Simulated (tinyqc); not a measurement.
Changing the Debye temperature Theta: thermal displacements in the Debye model: Debye-Waller factors, bond-length spread and the Lindemann rule. Computed by tinyqc, a small Python program. Command: `OMP_NUM_THREADS=1 python tinyqc.py 3003512 3003513 out.jsonl debyewaller sweep`. One thread of a shared host (Intel(R) Xeon(R) Processor @ 2.30GHz), about 0.01 s of CPU time with the checks.

A Debye spectrum with three branches of one velocity, cut at k_B Theta; 2 atoms per cube, nearest neighbours at d = 0.866025 a.

Inputs (values chosen for the exercise, modelled on iron): atomic mass M = 55.85 u; lattice constant a = 2.866 angstrom; temperature T = 300 K; Lindemann ratio x_L = 0.12; gamma-ray energy E = 14.4 keV; photoelectron wave number k = 12 1/angstrom.

Structure: bcc.

Constants: hbar^2/u = 4.18015928e-03 eV angstrom^2; k_B = 8.617333262e-05 eV/K; e = 1.602176634e-19 C; u = 1.6605390666e-27 kg; c = 299792458 m/s; hbar = 6.582119569e-16 eV s.

Method:
- <u_x^2> = (3 hbar^2/(2 M k_B Theta)) int_0^1 s coth(s Theta/(2T)) ds (64 Gauss-Legendre points); it tends to 3 hbar^2/(4 M k_B Theta) at T = 0 and to 3 hbar^2 T/(M k_B Theta^2) at high T.
- B = 8 pi^2 <u_x^2>.
- A nucleus of this mass is supposed to emit a gamma ray of the energy chosen: recoil energy E_R = E^2/(2 M c^2), wave number k_g = E/(hbar c), recoil-free fraction f = exp(-k_g^2 <u_x^2>).
- Correlated Debye model: sigma^2 = (3 hbar^2/(M k_B Theta)) int_0^1 s coth(s Theta/(2T)) [1 - sin(s q_D R)/(s q_D R)] ds for two atoms at distance R, q_D = (6 pi^2 n)^(1/3), n atoms per volume; uncorrelated motion would give 2 <u_x^2>.
- An EXAFS amplitude is damped by exp(-2 k^2 sigma^2).
- Melting is placed where sqrt(3 <u_x^2>) = x_L d; the classical form gives T_m = M k_B Theta^2 (x_L d)^2/(9 hbar^2).

One run for each value; columns: (1) Debye temperature Theta (K); (2) B factor (angstrom^2); (3) Lindemann T_m (K); (4) recoil-free fraction f; (5) sigma^2 of the nearest bond (angstrom^2):
```
(1)      (2)     (3)      (4)       (5)
253  0.98316   724.0  0.51525  0.015080
289  0.75786   945.4  0.59980  0.011663
329  0.58904  1225.9  0.67214  0.009103
375  0.45766  1593.4  0.73442  0.007111
427  0.35719  2066.7  0.78591  0.005586
487  0.27881  2689.1  0.82858  0.004397
555  0.21881  3493.2  0.86279  0.003485
633  0.17230  4544.8  0.89029  0.002778
```

Describe and explain the trends.

Over the rows, B factor (angstrom^2) falls from 0.983 to 0.172 (exponent d ln y / d ln x -2.0 between the first rows and -1.8 between the last); Lindemann T_m (K) rises from 724 to 4540 (exponent d ln y / d ln x about 2.0 throughout); recoil-free fraction f rises from 0.515 to 0.890 (exponent d ln y / d ln x 1.1 between the first rows and 0.24 between the last). At the low end the exponent of B factor is -1.96, close to -2: the classical law T/(M Theta^2). The exponent of Lindemann T_m stays at 2: T_m goes as Theta^2. Theta measures the stiffness, M Theta^2 ~ spring constant: stiffer crystals vibrate less and, by the Lindemann rule, melt higher.
